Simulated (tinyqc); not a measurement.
RHF in the sto-3g basis, for H6, spin multiplicity 1, step by step. One step of it, computed by the program tinyqc.

Problem. Iteration 3: diagonalisation and new density. Diagonalise F' = X^T F X, C = X C', fill 3 alpha and 3 beta electrons from the bottom; D = 2 C_occ C_occ^T. Each column has its largest component positive (the first on a tie).

extrapolated F (hartree), lower triangle:
```
           1H 1s      2H 1s      3H 1s      4H 1s      5H 1s      6H 1s
1H 1s  -0.378264
2H 1s  -0.606652  -0.397808
3H 1s  -0.095189  -0.199599  -0.400739
4H 1s  -0.021011  -0.095179  -0.611150  -0.400736
5H 1s  -0.000148  -0.005877  -0.095176  -0.199624  -0.398398
6H 1s  -0.001026  -0.000151  -0.021069  -0.095320  -0.607160  -0.378865
```

X:
```
               1          2          3          4          5         6
1H 1s  -0.590320  -0.867007   0.660277  -0.349453   0.379871  0.222290
2H 1s   0.763366   0.914956  -0.528268  -0.260046   0.384369  0.272495
3H 1s  -1.069629  -0.162419  -0.740680   0.414780   0.065215  0.358207
4H 1s   1.070460  -0.152411   0.741657   0.414858  -0.064014  0.358310
5H 1s  -0.768917   0.914868   0.523482  -0.259570  -0.384111  0.273129
6H 1s   0.595641  -0.868609  -0.655792  -0.348858  -0.379822  0.222977
```

Give: F' = X^T F X; orbital energies; coefficients C; D after iteration 3.

Solution.

F' = X^T F X (hartree), lower triangle:
```
        1      2       3       4       5       6
1   1.013
2   0.000  0.736
3  -0.005  0.000   0.509
4   0.000  0.031   0.000  -0.521
5  -0.025  0.000  -0.013   0.000  -0.595
6   0.000  0.012   0.000  -0.003   0.000  -0.657
```

orbital energies (hartree): MO1 -0.658, MO2 -0.595, MO3 -0.522, MO4 0.509, MO5 0.737, MO6 1.013

coefficients C:
```
         MO1     MO2     MO3     MO4     MO5     MO6
1H 1s  0.222   0.378  -0.334   0.649  -0.874  -0.604
2H 1s  0.258   0.390  -0.289  -0.524   0.910   0.764
3H 1s  0.369   0.041   0.410  -0.752  -0.147  -1.063
4H 1s  0.369  -0.038   0.410   0.753  -0.141   1.063
5H 1s  0.259  -0.390  -0.288   0.521   0.911  -0.767
6H 1s  0.223  -0.378  -0.332  -0.646  -0.875   0.607
```

D after iteration 3, lower triangle:
```
        1H 1s   2H 1s   3H 1s   4H 1s  5H 1s  6H 1s
1H 1s   0.606
2H 1s   0.602   0.605
3H 1s  -0.079  -0.015   0.612
4H 1s  -0.139  -0.077   0.606   0.612
5H 1s   0.012  -0.004  -0.076  -0.015  0.604
6H 1s   0.034   0.012  -0.138  -0.079  0.602  0.606
```
